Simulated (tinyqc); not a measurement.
Mobility of a non-polar semiconductor in the relaxation-time approximation: one step, computed by the program tinyqc. Command: `OMP_NUM_THREADS=1 python tinyqc.py 3010765 3010766 out.jsonl rta walk`. One thread of a shared host (Intel(R) Xeon(R) Processor @ 2.30GHz), about 0.01 s of CPU time with the checks.

Each valley is treated as a sphere of mass m_d for states and rates, with one isotropic relaxation time; the conductivity mass m_c sets the current.

Question. Fermi level and screening. Parabolic band: E = hbar^2 k^2/(2 m), speed v = hbar k/m, states per spin, volume and energy g(E) = m k/(2 pi^2 hbar^2). Here m = m_d. Masses are multiplied by m_0 and all formulas are in SI units. The reduced Fermi level eta = E_F/(k_B T) solves n = 2 Z int g f dE with f = 1/(1 + exp(x - eta)) (Z = 1 unless valleys are given); screening length L_s = sqrt(eps_s eps_0 k_B T/(e^2 dn/deta)), dn/deta = 2 Z int g f (1 - f) dE. Integrals over x = E/(k_B T) use 160 Gauss-Legendre points in u = sqrt(x) from 0 to sqrt(max(eta, 0) + 32).

Inputs (values chosen for the exercise, modelled on holes in silicon): equivalent valleys Z = 1; static permittivity eps_s = 11.7; carrier density n = 1.8e+16 1/cm^3; temperature T = 300 K.

Band: parabolic. Impurity formula: Conwell-Weisskopf. Further scattering: alloy.

density-of-states mass m_d = 0.514 m_0

Constants: k_B = 8.617333262e-05 eV/K; m_0 = 9.1093837015e-31 kg; e = 1.602176634e-19 C; hbar = 1.054571817e-34 J s; eps_0 = 8.8541878128e-12 F/m; k_B = 1.380649e-23 J/K.

Give: reduced Fermi level eta; screening length L_s.

Answer.

reduced Fermi level eta = -6.2410

screening length L_s = 30.484 nm

The gas is non-degenerate (eta < -2), and L_s is close to the Debye length.
